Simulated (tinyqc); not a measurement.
Strain along [001]: shallow donor in effective-mass theory, with valley-orbit splitting.

Basis: the 1s envelopes of the valleys +x, -x, +y, -y, +z, -z. Diagonal E0 - D0, element -D2 between opposite valleys and -D1 between perpendicular ones. Strain along [001] adds 2 Ds/3 to the z valleys and -Ds/3 to the others.

Inputs chosen for the exercise (near those of a group-V donor in Si; shifted at random, so the results belong to these values and not to a real crystal): E0 = -29.1 meV (single-valley level); D0 = 6.27 meV (central-cell shift); D1 = 6.88 meV (coupling of perpendicular valleys); D2 = 5.46 meV (coupling of opposite valleys).

Ground level, gap to the next level, weight in the z valleys and contact density (sum of amplitudes)^2/6.

Results:
```
Ds (meV)  ground (meV)  gap (meV)  z weight  contact density  ground less band edge (meV)
-120           -124.28      14.37     0.969            0.506                       -44.28
-40             -77.85      21.27     0.780            0.798                       -51.18
-15             -69.68      29.77     0.516            0.966                       -59.68
-5              -68.49      35.25     0.390            0.996                       -65.16
0               -68.35      38.44     0.333            1.000                       -68.35
5               -68.48      36.90     0.283            0.997                       -66.81
15              -69.41      34.50     0.203            0.978                       -64.41
40              -74.23      30.98     0.095            0.911                       -60.89
120             -97.36      27.45     0.020            0.792                       -57.36
```

The scale is the A1-E splitting 6 D1 = 41.3 meV. The contact density is largest without strain and falls to 0.506 and 0.792 at the ends, towards 1/3 (two valleys) and 2/3 (four valleys). The binding below the lowest band edge drops from 68.3 meV to 44.3 meV when the two z valleys are lowest and to 57.4 meV when the four others are, since fewer valleys share the coupling.

Computed by tinyqc, a small Python program: `OMP_NUM_THREADS=1 python tinyqc.py 1280389 1280390 out.jsonl` (the numbers bound the seed that draws the inputs); one thread of a shared host (Intel(R) Xeon(R) Processor @ 2.30GHz), about 0.01 s for the whole set of steps.
